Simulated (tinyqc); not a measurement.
Two-step dopant diffusion (predeposition and drive-in) with a constant diffusivity. From surface concentration C(0) (Gaussian) back to drive-in time t2. Computed by tinyqc, a small Python program. Command: `OMP_NUM_THREADS=1 python tinyqc.py 3018582 3018583 out.jsonl dopdiff inv`. One thread of a shared host (Intel(R) Xeon(R) Processor @ 2.30GHz), about 0.08 s of CPU time with the checks.

Fick diffusion into a half space x > 0 whose background doping C_B is of the opposite type, so that a junction lies where C = C_B.

Inputs (values chosen for the exercise, modelled on antimony in silicon):

| quantity | value | unit |
|---|---|---|
| prefactor D0 | 4.67 | cm^2/s |
| activation energy E | 3.89 | eV |
| surface concentration C_s | 2.3e+19 | 1/cm^3 |
| background doping C_B | 3e+16 | 1/cm^3 |
| predeposition temperature T1 | 950 | C |
| predeposition time t1 | 15 | min |
| drive-in temperature T2 | 1200 | C |
| ramp rate | 5 | C/min |
| stand-by temperature | 700 | C |

Furnace ramps of the drive-in: linear ramps.

Constants: k_B = 8.617333262e-05 eV/K.

Method:
- D = D0 exp(-E/(k_B T)).
- Temperatures in kelvin are T(C) + 273.15.
- Times in seconds are 60 times the minutes.
- One ramp between the stand-by temperature and T2 adds int D dT / rate (40-point Gauss-Legendre); the usual estimate counts it as an extra time k_B T2^2/(E rate) at T2. (Dt)2 = D2 t2 + two ramps, times in seconds.
- C = C_s erfc(x/(2 sqrt(D1 t1))); dose Q = 2 C_s sqrt(D1 t1/pi); the junction solves erfc(z) = C_B/C_s with x_j = 2 z sqrt(D1 t1).
- With a sealed surface and a thin source, C = Q/sqrt(pi (Dt)2) exp(-x^2/(4 (Dt)2)); x_j = 2 sqrt((Dt)2 ln(C(0)/C_B)); gradient at the junction |dC/dx| = C_B x_j/(2 (Dt)2).

Problem. A run gave the result below. Find the drive-in time t2, known to lie between 270 and 650 min.

surface concentration C(0) (Gaussian) = 1.084487e+17 1/cm^3

Solution.

Each step takes the trial c = (a f_b - b f_a)/(f_b - f_a), f being the result less the target and a, b, c the logarithms of the listed values; c replaces end b, the old b replaces a if the sign of f changed, and otherwise f_a is halved.

Scan of the range:

| drive-in time t2 (min) | surface concentration C(0) (Gaussian) (1/cm^3) |
|---|---|
| 270 | 1.45840e+17 |
| 313 | 1.36040e+17 |
| 362 | 1.26969e+17 |
| 419 | 1.18401e+17 |
| 485 | 1.10361e+17 |
| 561 | 1.02865e+17 |
| 650 | 9.57681e+16 |

False position (Illinois rule, in the logarithm of the input) inside the bracket:

| step | end a | end b | trial | surface concentration C(0) (Gaussian) (1/cm^3) |
|---|---|---|---|---|
| 1 | 485.000 | 561.000 | 503.350 | 1.08402e+17 |
| 2 | 485.000 | 503.350 | 502.479 | 1.08493e+17 |
| 3 | 503.350 | 502.479 | 502.900 | 1.08449e+17 |
| 4 | 502.479 | 502.900 | 502.900 | 1.08449e+17 |

Surface concentration C(0) (Gaussian) falls at every point of a 13-point scan of the range (every second point is shown), so one value fits; it is bracketed by 485 and 561. Answer: drive-in time t2 = 502.9 min.

Caution: C_s exceeds the intrinsic carrier density of silicon at the predeposition temperature (2e18 to 1e19 per cm^3), where real diffusivities rise with concentration and profiles turn box-like.
